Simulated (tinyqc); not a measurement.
Inside a calculation. Method: Hueckel theory of the pi electrons, for the molecule Bc1cc([CH2+])cc(Cl)c1 (SMILES; centres numbered as the heavy atoms are written). One step of it, computed by the program tinyqc.

Task: Energy, charges, bond orders. E = sum n x; q_r = z_r - P_rr; bond order p = P_rs; free valence = sqrt(3) - sum of p over the bonds of the atom.

x values: 2.253952  1.945832  1.281731  0.984876  0.000000  -0.613340  -1.182201  -1.479674  -2.171176

occupations: 2.000000  2.000000  2.000000  2.000000  0.000000  0.000000  0.000000  0.000000  0.000000

charge and bond-order matrix P, lower triangle:
```
            1B         2C         3C         4C         5C         6C        7C        8Cl
1B    0.099762
2C    0.316847   1.033733
3C    0.201324   0.668255   0.801253
4C   -0.031631  -0.006020   0.527900   1.000572
5C   -0.046167  -0.105673   0.303677   0.633573   0.425830
6C   -0.129698  -0.275950  -0.110378   0.520436   0.271065   0.843636
7C   -0.042377  -0.005315  -0.283414   0.003750  -0.113137   0.693061  0.986884
8Cl   0.003911  -0.011480   0.054985  -0.011120   0.020879  -0.095934  0.141897   1.979842
9C    0.163960   0.603651   0.083520  -0.218810  -0.276919   0.191128  0.635922  -0.082708

          9C
9C  0.828487
```

Centres:

| centre | z_r, pi electrons of the neutral centre | h |
|---|---|---|
| 1B | 0 | -0.940000 |
| 2C | 1 | 0.000000 |
| 3C | 1 | 0.000000 |
| 4C | 1 | 0.000000 |
| 5C | 1 | 0.000000 |
| 6C | 1 | 0.000000 |
| 7C | 1 | 0.000000 |
| 8Cl | 2 | 1.960000 |
| 9C | 1 | 0.000000 |

Bonds:

| i | j | k |
|---|---|---|
| 1 | 2 | 0.710000 |
| 2 | 3 | 1 |
| 3 | 4 | 1 |
| 4 | 5 | 1 |
| 4 | 6 | 1 |
| 6 | 7 | 1 |
| 7 | 8 | 0.460000 |
| 7 | 9 | 1 |
| 9 | 2 | 1 |

Give: pi energy = 8 alpha + this times beta; pi charges; Bond orders and lengths from R = 1.517 - 0.180 p; free valence of the carbons; gap between the highest filled and the next level.

Result:

pi energy = 8 alpha + this times beta = 12.9328

pi charges: 1B -0.0998, 2C -0.0337, 3C 0.1987, 4C -0.0006, 5C 0.5742, 6C 0.1564, 7C 0.0131, 8Cl 0.0202, 9C 0.1715

Bond orders and lengths from R = 1.517 - 0.180 p (angstrom, C-C alone):

| bond | p | R |
|---|---|---|
| 1-2 | 0.3168 | - |
| 2-3 | 0.6683 | 1.3967 |
| 3-4 | 0.5279 | 1.4220 |
| 4-5 | 0.6336 | 1.4030 |
| 4-6 | 0.5204 | 1.4233 |
| 6-7 | 0.6931 | 1.3922 |
| 7-8 | 0.1419 | - |
| 7-9 | 0.6359 | 1.4025 |
| 9-2 | 0.6037 | 1.4083 |

free valence of the carbons: 2C 0.1433, 3C 0.5359, 4C 0.0501, 5C 1.0985, 6C 0.5186, 7C 0.2612, 9C 0.4925

gap between the highest filled and the next level = 0.9849 |beta|
